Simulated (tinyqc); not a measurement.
# Schottky diode by thermionic emission with image-force lowering and series resistance, step by step

Computed by the program tinyqc: `OMP_NUM_THREADS=1 python tinyqc.py 2640069 2640070 out.jsonl`, one thread of a shared Intel Xeon 2.30GHz, about 0.01 s for the whole run. Printed values are rounded.

Metal on an n-type semiconductor with one parabolic valley; V > 0 is forward bias (metal positive). I = I0 [exp(Vj/(n Vt)) - 1] with Vj = V - I Rs; I0 = S A* T^2 exp(-(phi - dphi)/Vt), the lowering dphi taken at zero bias.

Inputs (values chosen for the exercise); band and dielectric values those of a made-up semiconductor:

| symbol | value | unit | meaning |
|---|---|---|---|
| T | 200 | K | temperature |
| me | 0.196 | m0 | electron mass |
| eps_r | 11.6 |  | relative permittivity |
| phi | 0.5 | eV | barrier height seen from the metal |
| Nd | 5.3e15 | cm^-3 | donor density |
| S | 9.1e-5 | cm^2 | area |
| n | 1.14 |  | ideality factor |
| Rs | 32 | ohm | series resistance |
| V | 0.4 | V | applied bias |

Constants: q = 1.602176634e-19 C, kB = 1.380649e-23 J/K, h = 6.62607015e-34 J s, m0 = 9.1093837015e-31 kg, Vt = kB T/q, eps0 = 8.8541878128e-14 F/cm where lengths are in cm. Results are converted to the units shown.

## Saturation current

A* = 4 pi q me m0 kB^2/h^3 (times 1e-4 for A/(cm^2 K^2)); Nc = 2 (2 pi me m0 kB T/h^2)^1.5 (times 1e-6 for cm^-3); xi = Vt ln(Nc/Nd), Vbi = phi - xi; surface field Em = sqrt(2 q Nd (Vbi - V - Vt)/(eps0 eps_r)); dphi = sqrt(q Em/(4 pi eps0 eps_r)). Here V = 0 in Em.

A* = 23.5540 A/(cm^2 K^2)
Nc = 1.18528e18 cm^-3
Vbi = 0.406760 V
Em = 25.3789 kV/cm
dphi = 17.7494 meV
I0 = 6.03927e-11 A

The lowering raises I0 by a factor of 2.80.

## Iteration 1: junction voltage

Vj at the start = 0.4 V

Newton step for g(Vj) = Vj + Rs I0 [exp(Vj/(n Vt)) - 1] - V = 0: Vj(new) = Vj - g/g', g' = 1 + Rs I0 exp(Vj/(n Vt))/(n Vt).

Vj after iteration 1 = 0.380636 V

## Iteration 2: junction voltage

As before.

Vj after iteration 2 = 0.362461 V

## Course of the iteration

Stop when Vj changes by less than 1e-10 V, or after 50 iterations.

Course of the iteration:
```
iteration,Vj (V),change (V)
1,0.380636,0.0194
2,0.362461,0.0182
3,0.347960,0.0145
4,0.340602,7.36e-3
5,0.339237,1.36e-3
6,0.339200,3.75e-5
7,0.339200,2.71e-8
8,0.339200,1.42e-14
```

Converged in 8 iterations.

## Current and small-signal resistance

converged Vj = 0.339200 V

I = I0 [exp(Vj/(n Vt)) - 1], dV/dI = Rs + n Vt/(I + I0).

I = 1.90001 mA
drop over Rs = 0.0608002 V
dV/dI = 42.3408 ohm
